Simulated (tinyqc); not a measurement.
Worked calculation: empirical pseudopotential in a few plane waves. One step of it, computed by the program tinyqc.

Problem. Levels at G. Diagonalise the Hermitian matrix.

H(k) at G (eV):
```
                     +0+0+0               -1-1-1               -1-1+1               -1+1-1
+0+0+0             0.000000   2.106928+0.971688i  -2.106928+0.971688i  -2.106928+0.971688i
-1-1-1   2.106928-0.971688i            12.745885   0.000000-0.353748i   0.000000-0.353748i
-1-1+1  -2.106928-0.971688i   0.000000+0.353748i            12.745885             0.639468
-1+1-1  -2.106928-0.971688i   0.000000+0.353748i             0.639468            12.745885
-1+1+1  -2.106928+0.971688i            -0.639468   0.000000+0.353748i   0.000000+0.353748i
+1-1-1  -2.106928-0.971688i   0.000000+0.353748i             0.639468             0.639468
+1-1+1  -2.106928+0.971688i            -0.639468   0.000000+0.353748i             0.000000
+1+1-1  -2.106928+0.971688i            -0.639468             0.000000   0.000000+0.353748i
+1+1+1   2.106928+0.971688i             0.000000            -0.639468            -0.639468
-2+0+0   0.000000-0.353748i  -2.106928+0.971688i  -2.106928-0.971688i  -2.106928-0.971688i
+0-2+0   0.000000-0.353748i  -2.106928+0.971688i  -2.106928-0.971688i   0.596482-0.009621i
+0+0-2   0.000000-0.353748i  -2.106928+0.971688i   0.596482-0.009621i  -2.106928-0.971688i
+0+0+2   0.000000+0.353748i  -0.596482-0.009621i   2.106928+0.971688i  -0.596482+0.009621i
+0+2+0   0.000000+0.353748i  -0.596482-0.009621i  -0.596482+0.009621i   2.106928+0.971688i
+2+0+0   0.000000+0.353748i  -0.596482-0.009621i  -0.596482+0.009621i  -0.596482+0.009621i

                     -1+1+1               +1-1-1               +1-1+1               +1+1-1
+0+0+0  -2.106928-0.971688i  -2.106928+0.971688i  -2.106928-0.971688i  -2.106928-0.971688i
-1-1-1            -0.639468   0.000000-0.353748i            -0.639468            -0.639468
-1-1+1   0.000000-0.353748i             0.639468   0.000000-0.353748i             0.000000
-1+1-1   0.000000-0.353748i             0.639468             0.000000   0.000000-0.353748i
-1+1+1            12.745885             0.000000             0.639468             0.639468
+1-1-1             0.000000            12.745885   0.000000-0.353748i   0.000000-0.353748i
+1-1+1             0.639468   0.000000+0.353748i            12.745885             0.639468
+1+1-1             0.639468   0.000000+0.353748i             0.639468            12.745885
+1+1+1   0.000000+0.353748i            -0.639468   0.000000+0.353748i   0.000000+0.353748i
-2+0+0   2.106928-0.971688i   0.596482-0.009621i  -0.596482-0.009621i  -0.596482-0.009621i
+0-2+0  -0.596482-0.009621i  -2.106928-0.971688i   2.106928-0.971688i  -0.596482-0.009621i
+0+0-2  -0.596482-0.009621i  -2.106928-0.971688i  -0.596482-0.009621i   2.106928-0.971688i
+0+0+2  -2.106928+0.971688i  -0.596482+0.009621i  -2.106928+0.971688i   0.596482+0.009621i
+0+2+0  -2.106928+0.971688i  -0.596482+0.009621i   0.596482+0.009621i  -2.106928+0.971688i
+2+0+0   0.596482+0.009621i   2.106928+0.971688i  -2.106928+0.971688i  -2.106928+0.971688i

                     +1+1+1               -2+0+0               +0-2+0               +0+0-2
+0+0+0   2.106928-0.971688i   0.000000+0.353748i   0.000000+0.353748i   0.000000+0.353748i
-1-1-1             0.000000  -2.106928-0.971688i  -2.106928-0.971688i  -2.106928-0.971688i
-1-1+1            -0.639468  -2.106928+0.971688i  -2.106928+0.971688i   0.596482+0.009621i
-1+1-1            -0.639468  -2.106928+0.971688i   0.596482+0.009621i  -2.106928+0.971688i
-1+1+1   0.000000-0.353748i   2.106928+0.971688i  -0.596482+0.009621i  -0.596482+0.009621i
+1-1-1            -0.639468   0.596482+0.009621i  -2.106928+0.971688i  -2.106928+0.971688i
+1-1+1   0.000000-0.353748i  -0.596482+0.009621i   2.106928+0.971688i  -0.596482+0.009621i
+1+1-1   0.000000-0.353748i  -0.596482+0.009621i  -0.596482+0.009621i   2.106928+0.971688i
+1+1+1            12.745885  -0.596482-0.009621i  -0.596482-0.009621i  -0.596482-0.009621i
-2+0+0  -0.596482+0.009621i            16.994513             0.639468             0.639468
+0-2+0  -0.596482+0.009621i             0.639468            16.994513             0.639468
+0+0-2  -0.596482+0.009621i             0.639468             0.639468            16.994513
+0+0+2  -2.106928-0.971688i            -0.639468            -0.639468             0.000000
+0+2+0  -2.106928-0.971688i            -0.639468             0.000000            -0.639468
+2+0+0  -2.106928-0.971688i             0.000000            -0.639468            -0.639468

                     +0+0+2               +0+2+0               +2+0+0
+0+0+0   0.000000-0.353748i   0.000000-0.353748i   0.000000-0.353748i
-1-1-1  -0.596482+0.009621i  -0.596482+0.009621i  -0.596482+0.009621i
-1-1+1   2.106928-0.971688i  -0.596482-0.009621i  -0.596482-0.009621i
-1+1-1  -0.596482-0.009621i   2.106928-0.971688i  -0.596482-0.009621i
-1+1+1  -2.106928-0.971688i  -2.106928-0.971688i   0.596482-0.009621i
+1-1-1  -0.596482-0.009621i  -0.596482-0.009621i   2.106928-0.971688i
+1-1+1  -2.106928-0.971688i   0.596482-0.009621i  -2.106928-0.971688i
+1+1-1   0.596482-0.009621i  -2.106928-0.971688i  -2.106928-0.971688i
+1+1+1  -2.106928+0.971688i  -2.106928+0.971688i  -2.106928+0.971688i
-2+0+0            -0.639468            -0.639468             0.000000
+0-2+0            -0.639468             0.000000            -0.639468
+0+0-2             0.000000            -0.639468            -0.639468
+0+0+2            16.994513             0.639468             0.639468
+0+2+0             0.639468            16.994513             0.639468
+2+0+0             0.639468             0.639468            16.994513
```

Give: eigenvalues.

Solution.

eigenvalues (eV): -2.9965  8.1437  8.1437  8.1437  11.6627  12.3399  12.3399  12.3399  15.7156  15.7156  16.4660  20.7237  20.7237  20.7237  23.7488
